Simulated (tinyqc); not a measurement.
Inside a calculation. Method: plane-wave Kohn-Sham cycle with exchange-only LDA in a layered model solid. Computed by tinyqc, a small Python program that keeps every step. Settings: points = 16, plane-wave index or count = 2, electrons = 2, k points = 1, area = 10.0, mixing = 1.0, iteration cap = 72. Command: `OMP_NUM_THREADS=1 python tinyqc.py 20768 20769 out.jsonl` (the two numbers bound the seeds that draw the settings). One thread of a shared host (Intel(R) Xeon(R) Processor @ 2.60GHz), about 0.02 s of CPU time with the checks.

A solid whose potential varies along x alone (atomic units):
```
parameter                      value
period a                   12.100000
cross-section of the cell  10.000000
electrons per cell                 2
grid points                       16
plane waves -n..n, n               2
k points                           1
V1 in V1 cos(2 pi x/a)     -0.760000
```

Stop when sqrt(dV sum R^2) is below 1e-8, dV = a A/N.

Course of the cycle:
```
iteration  E (hartree)  norm of the residual
1            -1.450405              2.49e-01
2            -1.611697              3.97e-01
3            -3.479245              4.06e-01
4            -1.732021              4.11e-01
5            -3.559007              4.11e-01
6            -1.732807              4.11e-01
7            -3.558913              4.11e-01
8            -1.732799              4.11e-01
9            -3.558911              4.11e-01
10           -1.732799              4.11e-01
11           -3.558911              4.11e-01
...                ...                   ...
62           -1.732801              4.11e-01
63           -3.558913              4.11e-01
64           -1.732816              4.11e-01
65           -3.558932              4.11e-01
66           -1.732925              4.11e-01
67           -3.559072              4.11e-01
68           -1.733772              4.11e-01
69           -3.560139              4.11e-01
70           -1.740164              4.12e-01
71           -3.567421              4.13e-01
72           -1.785012              4.18e-01
```

Can the last value be used, and what does the course show?

Not by the stop rule. Not converged within 72 iterations: the residual has stopped falling: the iteration swings between two states. Reruns (cap 100 unless said): mixing 0.1: not converged; mixing 0.5, Kerker q0 1.0: converged in 63 (E = -0.75382); mixing 0.3, Pulay depth 5: converged in 16 (E = -0.75382); the original settings with a cap of 400: not converged.
